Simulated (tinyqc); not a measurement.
Inside a calculation: round or elliptic silicon nanowire with anisotropic valleys (Ritz method). Values are carried at full precision from step to step, so a last printed digit may differ when a step is redone from the rounded ones.

Wire along x = [100] on a (001) wafer, y = [010], z = [001]. Valley groups, two valleys each (w = inverse masses): A, axis along z: w_y = 1/mt, w_z = 1/ml, m_x = mt; B, axis along y: w_y = 1/ml, w_z = 1/mt, m_x = mt; C, axis along x: w_y = w_z = 1/mt, m_x = ml.

Constants: hbar^2/2m0 = 3.80998211 eV angstrom^2; kB = 8.617333262e-05 eV/K.

Inputs chosen for the exercise (near those of a Si nanowire; not measured data): ml = 0.932 m0 (longitudinal mass); mt = 0.186 m0 (transverse mass); a = 34 angstrom (semi-axis along y); b = 34 angstrom (semi-axis along z); group = A (valley group worked out); T = 300 K (temperature).

## Stretching the ellipse

Scaling y by 1/sqrt(w_y) and z by 1/sqrt(w_z) makes the mass 1 and the semi-axes A = a/sqrt(w_y), B = b/sqrt(w_z). List them with the one-function estimate 3c (1/A^2 + 1/B^2) and the slender limit c (pi/2s)^2 (1 + 2s/(pi l)), s and l the smaller and larger of A, B; c = hbar^2/2m0.

Groups:
```
group  g      A      B  axis ratio  one function (eV)  slender limit (eV)
A      2  14.66  32.82       2.238             0.0638              0.0562
B      2  32.82  14.66       2.238             0.0638              0.0562
C      2  14.66  14.66       1.000             0.1063              0.0716
```

The one-function value suits axis ratios near 1 and the slender limit ratios well above 2.

## Matrices of three even functions

Hard wall on the ellipse (y/a)^2 + (z/b)^2 = 1, c = hbar^2/2m0. With u = y/a, v = z/b the operator is -c [(w_y/a^2) d2/du2 + (w_z/b^2) d2/dv2] on the unit disc. Basis (1 - u^2 - v^2) u^i v^j; S, X and Y are the disc integrals of f f', (df/du)(df'/du) and (df/dv)(df'/dv), from the integral of u^p v^q = 2 Gamma((p+1)/2) Gamma((q+1)/2)/((p + q + 2) Gamma((p+q+2)/2)) for even p, q; H = c (w_y X/a^2 + w_z Y/b^2).

Basis 1, u^2, v^2 times (1 - u^2 - v^2); form S and H for the chosen group.

S, lower triangle:
```
            1       u^2       v^2
1    1.047198
u^2  0.130900  0.039270
v^2  0.130900  0.013090  0.039270
```

H (meV), lower triangle:
```
           1      u^2     v^2
1    66.7772
u^2  11.1295  13.4515
v^2  11.1295   1.3912  6.0252
```

## Lowest level in this basis

Solve H p = E S p for the wire level; give E, the ratios p2/p1 and p3/p1, and H11/S11.

E = 60.4 meV

ratios: -0.25  -0.84

one function = 63.8 meV

The two added functions lower the level by 3.3 meV (5.2 %), mostly by narrowing the state along v, the direction in which the stretched ellipse is long.

## Subbands

Converged values use 21 functions of each parity class (e or o in u, then in v).

The nine lowest levels of all groups and parity classes.

Subbands:
```
group, parity  g  m_x (m0)  E (eV)
A ee           2    0.1860  0.0604
B ee           2    0.1860  0.0604
A eo           2    0.1860  0.1007
B oe           2    0.1860  0.1007
C ee           2    0.9320  0.1025
A ee           2    0.1860  0.1555
B ee           2    0.1860  0.1555
A oe           2    0.1860  0.2038
B eo           2    0.1860  0.2038
```

At 300 K and without degeneracy the populations go as g sqrt(m_x) exp(-E/kB T): among these nine the lowest level, shared by A ee and B ee, holds 69 % and the light transport mass mt 85 % of the electrons.

## Checks

- Circle of radius a with both masses mt against c (2.404826/R)^2/m, eV: both 0.1025.

Program tinyqc; command `OMP_NUM_THREADS=1 python tinyqc.py 1251226 1251227 out.jsonl`; about 0.03 s on one thread of a shared Intel(R) Xeon(R) Processor @ 2.30GHz.
